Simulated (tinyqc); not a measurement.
Resistance of a tapered via with liner, size effect and interface: two steps of the calculation.

A round via whose diameter grows from db at the bottom as D(z) = db + 2 z/tan(ang). The fill, of diameter D - 2 tl, starts above the bottom liner (thickness fb tl) and has rho = rho0 (1 + ks lam/(D - 2 tl)); the sidewall liner conducts in parallel with it. The bottom liner and the interface are crossed over the full area pi db^2/4. Spreading in the lines above and below is left out.

Values chosen for this exercise; fill metal close to tungsten:

| symbol | value | unit | meaning |
|---|---|---|---|
| db | 32 | nm | diameter at the bottom |
| hv | 59 | nm | height |
| ang | 89 | degrees | sidewall angle |
| rho0 | 5.17 | uohm cm | bulk resistivity of the fill |
| lam | 15.4 | nm | mean free path of the fill |
| ks | 1.4 |  | size-effect factor |
| tl | 1.7 | nm | liner on the sidewall |
| fb | 1 |  | liner at the bottom over that on the sidewall |
| rl | 250 | uohm cm | resistivity of the liner |
| ri | 3.1e-12 | ohm cm^2 | interface resistivity at the bottom |
| Sb | 9.1e14 | S/m^2 | ballistic conductance per area, about 3/(4 rho0 lam) |

Task 1. Slices of the via. Slices between z0 = fb tl and hv, evaluated at their midpoints: conductance per length pi/4 [(D - 2 tl)^2/rho + (D^2 - (D - 2 tl)^2)/rl], slice resistance = slice height over that. 8 slices.

Find: z; D; rho; slice resistance.

Result 1.

```
slice  z (nm)  D (nm)  rho (uohm cm)  slice resistance (ohm)
0       5.281   32.18          9.042                  0.9864
1       12.44   32.43          9.009                  0.9660
2       19.61   32.68          8.976                  0.9462
3       26.77   32.93          8.944                  0.9270
4       33.93   33.18          8.912                  0.9084
5       41.09   33.43          8.881                  0.8903
6       48.26   33.68          8.851                  0.8727
7       55.42   33.93          8.820                  0.8556
```

Task 2. Total resistance. R_fill = sum of the slices; R_bottom = rl fb tl/(pi db^2/4); R_interface = ri/(pi db^2/4); ballistic (Sharvin) limit 1/(Sb pi (db - 2 tl)^2/4); ideal cylinder rho0 hv/(pi db^2/4).

slice resistance, slice 0 to 7 (ohm): [0.98635590, 0.96597511, 0.94620039, 0.92700848, 0.90837719, 0.89028537, 0.87271284, 0.85564034]

Wanted: parts; R; shares; ballistic limit; ideal cylinder.

Result 2.

parts (ohm): fill 7.353, bottom liner 5.284, interface 0.3855
R = 13.02 ohm
shares (%): fill 56.46, bottom liner 40.58, interface 2.96
ballistic limit = 1.711 ohm
ideal cylinder = 3.793 ohm

The fill is the largest part, and R is 3.43 times the ideal cylinder. With 2000 slices R = 13.023 ohm.

Program tinyqc, `OMP_NUM_THREADS=1 python tinyqc.py 2750148 2750149 out.jsonl`; Intel Xeon 2.30GHz, shared host, one thread, about 0.01 s.
